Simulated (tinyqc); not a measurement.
Scattering rates of a carrier in a spherical band by Fermi's golden rule: one step, computed by the program tinyqc. Command: `OMP_NUM_THREADS=1 python tinyqc.py 3026288 3026289 out.jsonl scatter walk`. One thread of a shared host (Intel(R) Xeon(R) Processor @ 2.30GHz), about 0.01 s of CPU time with the checks.

All processes here are isotropic or elastic, and the rate listed is the momentum relaxation rate.

Question. Optical or intervalley phonons. Parabolic band: E = hbar^2 k^2/(2 m), speed v = hbar k/m, states per spin, volume and energy g(E) = m k/(2 pi^2 hbar^2). Masses are multiplied by m_0 and all formulas are in SI units. Phonon occupation N_q = 1/(exp(hbar w/(k_B T)) - 1). Optical or intervalley deformation potential: 1/tau = (pi Z_f D_o^2/(rho w)) [N_q g(E + hbar w) + (N_q + 1) g(E - hbar w)], with g = 0 below the band edge.

Inputs (values chosen for the exercise, modelled on holes in silicon): density-of-states mass of one valley m = 0.502 m_0; density rho = 2329 kg/m^3; phonon energy hbar w = 62 meV; optical or intervalley deformation potential D_o = 9.8 1e8 eV/cm; final valleys Z_f = 1; temperature T = 77 K; carrier energy E = 310 meV.

Crystal: non-polar. Band: parabolic. Impurity formula: Brooks-Herring. Further scattering: none.

Constants: e = 1.602176634e-19 C; hbar = 6.582119569e-16 eV s; k_B = 8.617333262e-05 eV/K; m_0 = 9.1093837015e-31 kg; hbar = 1.054571817e-34 J s.

Give: absorption rate; emission rate.

Answer.

absorption rate = 1.425e+09 1/s

emission rate = 1.330e+13 1/s

Emission is 9330 times absorption here.
